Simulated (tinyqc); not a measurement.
# AlGaN/GaN HEMT with access regions, lumped model, step by step

tinyqc, about 0.02 s, one thread, Intel Xeon 2.30GHz (shared host): `OMP_NUM_THREADS=1 python tinyqc.py 2570023 2570024 out.jsonl` Printed values are rounded.

A polarisation-induced electron sheet under a Schottky gate, in series with two ungated access regions and contacts. Drift law v = mu E/(1 + mu E/vs) under the gate. Currents in mA/mm, resistances in ohm mm. No self-heating, no channel-length modulation; fits for polarisation, barrier and offset are chosen for the exercise.

Values chosen for this exercise; values close to those of AlGaN/GaN structures: aluminium share of the barrier x = 0.17; barrier thickness d = 25 nm; relative permittivity of barrier and channel eps_r = 9.4; channel mobility mu = 1300 cm^2/(V s); saturation velocity vs = 1e7 cm/s; gate length Lg = 0.15 um; source access length Ls = 0.5 um; drain access length Ld = 2 um; resistance of each contact Rc = 0.33 ohm mm; share of the drain-access electrons removed by traps ft = 0; gate voltage Vg = 0 V; drain voltage Vd = 10 V; critical field Ec = 2.8 MV/cm; depth over which the depleted charge spreads te = 0.36 um; insulator under the field plate tf = 300 nm; relative permittivity of that insulator ei = 7.

Constants: q = 1.602176634e-19 C, eps0 = 8.8541878128e-14 F/cm where lengths are in cm. Results are converted to the units shown.

## Polarisation charge, threshold and sheet resistance

sigma = (5e13 x + 1.6e13 x^2) cm^-2, phiB = 0.84 + 1.3 x, dEc = 0.7 (1.71 x + x^2) in volts, Cb = eps0 eps_r/d, VT = phiB - dEc - q sigma/Cb, access density n0 = -Cb VT/q. Rsh = 1/(q mu n0); largest access current q n0 vs.

sigma = 8.96240e12 cm^-2
Cb = 0.332917 uF/cm^2
VT = -3.47591 V
n0 = 7.22261e12 cm^-2
Rsh = 664.740 ohm
q n0 vs = 1157.19 mA/mm

## Iteration 1: drain current

I at the start = 590 mA/mm

Access resistance R(L, n) = L/(q mu n sqrt(1 - (I/(q n vs))^2)); Rs = Rc + R(Ls, n0), Rd = Rc + R(Ld, (1 - ft) n0). Vg' = Vg - I Rs, Vd' = Vd - I (Rs + Rd); with u = Vg' - VT, Vc = vs Lg/mu and w the smaller of Vd' and Vc [sqrt(1 + 2 u/Vc) - 1] (0 if negative), the channel gives (mu Cb/Lg)(u w - w^2/2)/(1 + w/Vc). I(new) is that channel current.

Rs = 0.716360 ohm mm
Rd = 1.87544 ohm mm
Vg' = -0.422653 V
Vd' = 8.47084 V
channel current = 772.815 mA/mm
I after iteration 1 = 772.815 mA/mm

## Iteration 2: drain current

As before.

Rs = 0.776550 ohm mm
Rd = 2.11620 ohm mm
Vg' = -0.600130 V
Vd' = 7.76444 V
channel current = 721.894 mA/mm
I after iteration 2 = 721.894 mA/mm

## Course of the iteration: drain current

Stop when I changes by less than 1e-6 mA/mm, or after 60 iterations. I must stay below q (1 - ft) n0 vs.

Course of the iteration:

| iteration | I (mA/mm) | \|change\| (mA/mm) |
|---|---|---|
| 1 | 772.815 | 183 |
| 2 | 721.894 | 50.9 |
| 3 | 737.622 | 15.7 |
| 4 | 732.929 | 4.69 |
| 5 | 734.344 | 1.41 |
| 6 | 733.919 | 0.425 |
| 7 | 734.046 | 0.128 |
| 8 | 734.008 | 0.0384 |
| 9 | 734.020 | 0.0116 |
| 10 | 734.016 | 3.48e-3 |
| 11 | 734.017 | 1.05e-3 |
| 12 | 734.017 | 3.14e-4 |
| 13 | 734.017 | 9.45e-5 |
| 14 | 734.017 | 2.84e-5 |
| 15 | 734.017 | 8.55e-6 |
| 16 | 734.017 | 2.57e-6 |
| 17 | 734.017 | 7.73e-7 |

Converged in 17 iterations. At the end each change is about 0.30 times the one before, with alternating sign: linear convergence. Of Vd, 79.4 % reaches the channel; the access current is 63 % of its limit.

## On-resistance and breakdown

sigma = (5e13 x + 1.6e13 x^2) cm^-2, phiB = 0.84 + 1.3 x, dEc = 0.7 (1.71 x + x^2) in volts, Cb = eps0 eps_r/d, VT = phiB - dEc - q sigma/Cb, access density n0 = -Cb VT/q. Ron = 2 Rc + Ls/(q mu n0) + Ld/(q mu (1 - ft) n0) + Lg/(mu Cb (Vg - VT)). Off state: a depleted stretch that holds the voltage V has the peak field sqrt(k V), k = 2 q n0/(eps0 eps_r te), so one edge holds V1 = Ec^2/k. The sheet under the plate pinches off at Vf = q n0 (1/Cb + tf/(eps0 ei)); beyond it the gate edge is screened. BV = V1 if Vf >= V1, else Vf + V1, and at most Ec Ld. Specific resistance Ron (Ls + Lg + Ld); figure of merit BV^2 over it.

Ron = 2.42156 ohm mm
Vf = 59.4876 V
V1 = 101.499 V
BV = 160.986 V
specific resistance = 0.0641714 mohm cm^2
figure of merit = 403.865 MW/cm^2

The plate raises BV by a factor of 1.59.
